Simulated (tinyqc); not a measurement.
Worked calculation: Finnis-Sinclair potential for a bcc metal: fit to cohesion and elasticity, then vacancy, surfaces and structure. Computed by tinyqc, a small Python program that keeps every step. Command: `OMP_NUM_THREADS=1 python tinyqc.py 3113064 3113065 out.jsonl fsfit walk`. One thread of a shared host (Intel(R) Xeon(R) Processor @ 2.30GHz), about 0.01 s of CPU time with the checks. Intermediate numbers are printed to about 6 digits and carried at full precision; extremes and crossings named in words are read from the listed rows.

E = (1/2) sum V(r) - A sqrt(rho), rho = sum phi(r), phi = (r - d)^2 for r < d, V = (r - c)^2 (c0 + c1 r + c2 r^2) for r < c. In bcc the 8 first neighbours lie at sqrt(3) a/2 and the 6 second at a; both cut-offs lie below the third shell; Omega = a^3/2; E is per atom and z the number of atoms in a shell. The four constants A, c0, c1, c2 are fitted to E_c, zero pressure, B and C12 - C44 alone, so C44 and C11 - C12 are not matched singly; defects are unrelaxed.

Inputs (values chosen for the exercise, modelled on vanadium): lattice constant a = 3.04 angstrom; cohesive energy E_c = 5.39 eV; target C11 = 232 GPa; target C12 = 119 GPa; target C44 = 41.7 GPa; density cut-off d/a = 1.239; pair cut-off c/a = 1.234.

Constants: 1 eV/angstrom^3 = 160.2176634 GPa; 1 eV/angstrom^2 = 16.02176634 J/m^2.

## Density sums and the constant A

rho = sum z phi, rho1 = sum z r phi', rho2 = sum z r^2 phi''. At zero pressure the effective pair part V + 2 F' phi obeys C12 = C44, so C12 - C44 = F'' (rho1/3)^2/Omega with F'' = A/(4 rho^(3/2)); this gives A.

rho = 13.4521 angstrom^2

rho1 = -74.2663 angstrom^2

rho2 = 221.7984 angstrom^2

A = 2.18256 eV/angstrom

## Three linear equations for c0, c1, c2

With v_k = (r - c)^2 r^k the rows are (1/2) sum z v_k, (1/2) sum z r v_k' and (1/2) sum z r^2 v_k''. With rho1 = sum z r phi' and rho2 = sum z r^2 phi'' the right-hand sides are: -E_c + A sqrt(rho) (cohesion); A rho1/(2 sqrt(rho)) (zero pressure); 9 B Omega + A [rho2/(2 sqrt(rho)) - rho1^2/(4 rho^(3/2))] with B = (C11 + 2 C12)/3.

matrix, rows cohesion, pressure, bulk modulus, columns c0, c1, c2:
$$\begin{pmatrix}
6.524 & 17.793 & 48.723 \\
-36.536 & -83.680 & -185.768 \\
110.899 & 111.604 & -138.636
\end{pmatrix}$$

right-hand side (eV): [2.615, -22.097, 128.620]

## Solution

Solve the three equations.

c0, c1, c2 (eV/angstrom^2, eV/angstrom^3, eV/angstrom^4): [1.18526, -0.10716, -0.06589]

## Elastic constants of the fitted potential

Second differences of E with strains of 1e-4: e_xx gives C11, (e_xx, e_yy) = (1, -1) gives 2 (C11 - C12), an engineering shear gives C44. B and C12 - C44 are fitted; the one combination left tests the choice of d.

C11 = 199.284 GPa

C12 = 135.358 GPa

C44 = 58.0579 GPa

error of C44 = 39.2276 %

error of C' = (C11 - C12)/2 = -43.4281 %

C44 comes out high and C' low: with B and C12 - C44 fixed, C44 + 2 C'/3 is fixed too, so the two errors have opposite signs.

## Unrelaxed vacancy

E_v = -A sum_shells z [sqrt(rho - phi(r)) - sqrt(rho)] - (1/2) sum z V(r): the neighbours lose one bond each, and the atom is put back in the bulk.

V at the two shells (eV): [0.558655, 0.126791]

phi at the two shells (angstrom^2): [1.28560, 0.52789]

vacancy energy E_v = 1.47376 eV

E_v/E_c = 0.273426

A pair potential would give E_v = E_c; the square root lowers the ratio to 0.27.

## Unrelaxed surfaces

An atom in layer i below the surface keeps only neighbours no higher than the top layer; gamma = sum_i (E_i + E_c)/(area per surface atom), with layer spacings a/2, a/sqrt2 and areas a^2, a^2/sqrt2 for (100) and (110).

Excess energy by layer (eV):
```
face    layer 1   layer 2  layer 3
(100)  0.735839  0.095243        0
(110)  0.478303  0.000000        0
```

gamma(100) = 1.44081 J/m^2

gamma(110) = 1.17268 J/m^2

gamma(100)/gamma(110) = 1.23.

## bcc against fcc

E of each lattice against the volume per atom, as a multiple of Omega; all neighbours inside the cut-offs are summed.

Energies (eV/atom):
```
V/Omega       bcc       fcc  fcc less bcc (meV)
0.80     -5.04995  -4.95324              96.703
0.84     -5.18187  -5.06776             114.105
0.88     -5.27792  -5.15692             120.992
0.92     -5.34226  -5.22624             116.022
0.96     -5.37855  -5.27996              98.597
1.00     -5.39000  -5.31333              76.671
1.05     -5.37367  -5.32564              48.029
1.10     -5.32780  -5.30904              18.766
1.20     -5.16391  -5.20274             -38.826
```

The lowest fcc row, at V/Omega = 1.05, lies +64 meV from the bcc minimum: the fit keeps bcc stable, though nothing in it asked for that.

Checks made by the program: B and C12 - C44 recovered (relative difference 1e-08).
